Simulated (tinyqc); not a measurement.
# From specific contact resistance rho_c back to barrier height phi_B

Model: specific resistance of a metal-semiconductor contact and its transmission-line measurement. Computed by tinyqc, a small Python program. Command: `OMP_NUM_THREADS=1 python tinyqc.py 3022658 3022659 out.jsonl contact inv`. One thread of a shared host (Intel(R) Xeon(R) Processor @ 2.30GHz), about 0.03 s of CPU time with the checks.

The barrier is parabolic (depletion approximation), energies E are normal energies counted from the band edge in the neutral semiconductor (downwards for holes), and the bias is zero. xi is an input, held fixed when other inputs move.

Inputs (values chosen for the exercise, modelled on n-type In0.53Ga0.47As):

| quantity | value | unit |
|---|---|---|
| tunnelling mass m | 0.042 | m_0 |
| permittivity eps | 13.9 | - |
| Richardson constant A* | 4.96 | A/(cm^2 K^2) |
| doping N | 4.3e+18 | 1/cm^3 |
| Fermi level above the band edge in the bulk, xi | 0.16 | eV |
| temperature T | 300 | K |

Image-force lowering: included.

Constants: hbar = 1.054571817e-34 J s; eps_0 = 8.8541878128e-12 F/m; m_0 = 9.1093837015e-31 kg; k_B = 8.617333262e-05 eV/K; e = 1.602176634e-19 C.

Method:
- E_00 = (e hbar/2) sqrt(N/(eps eps_0 m)); band bending E_b = phi_B + xi; depletion width w = sqrt(2 eps eps_0 E_b/(e^2 N)). Image lowering d_phi = (e^3 N E_b/(8 pi^2 (eps eps_0)^3))^(1/4) (E_b in volts), and E_b - d_phi replaces E_b everywhere except in w.
- WKB transmission for E < E_b, with a = E/E_b: D = exp{-(E_b/E_00) [sqrt(1 - a) - a ln((1 + sqrt(1 - a))/sqrt(a))]}; D = 1 above.
- At zero bias 1/rho_c = (e A*/k_B^2) int D(E) f(E) dE, f = 1/(1 + exp((E - xi)/k_B T)); 200 Gauss-Legendre points from 0 to E_b, and k_B T ln(1 + exp((xi - E_b)/k_B T)) for the part above the barrier; the share of tunnelling is the part below.

Task: A run gave the result below. Find the barrier height phi_B, known to lie between 0.18 and 0.24 eV.

specific contact resistance rho_c = 7.254092e-08 ohm cm^2

Result:

Each step takes the trial c = (a f_b - b f_a)/(f_b - f_a), f being the result less the target and a, b, c the logarithms of the listed values; c replaces end b, the old b replaces a if the sign of f changed, and otherwise f_a is halved.

Scan of the range:

| barrier height phi_B (eV) | specific contact resistance rho_c (ohm cm^2) |
|---|---|
| 0.180 | 5.59459e-08 |
| 0.189 | 6.23213e-08 |
| 0.198 | 6.95583e-08 |
| 0.208 | 7.87574e-08 |
| 0.218 | 8.93609e-08 |
| 0.229 | 1.02914e-07 |
| 0.240 | 1.18787e-07 |

False position (Illinois rule, in the logarithm of the input) inside the bracket:

| step | end a | end b | trial | specific contact resistance rho_c (ohm cm^2) |
|---|---|---|---|---|
| 1 | 0.198000 | 0.208000 | 0.201188 | 7.23511e-08 |
| 2 | 0.208000 | 0.201188 | 0.201387 | 7.25292e-08 |
| 3 | 0.208000 | 0.201387 | 0.201411 | 7.25511e-08 |
| 4 | 0.201387 | 0.201411 | 0.201400 | 7.25409e-08 |
| 5 | 0.201411 | 0.201400 | 0.201400 | 7.25409e-08 |

Specific contact resistance rho_c rises at every point of a 13-point scan of the range (every second point is shown), so one value fits; it is bracketed by 0.198 and 0.208. Answer: barrier height phi_B = 0.2014 eV.
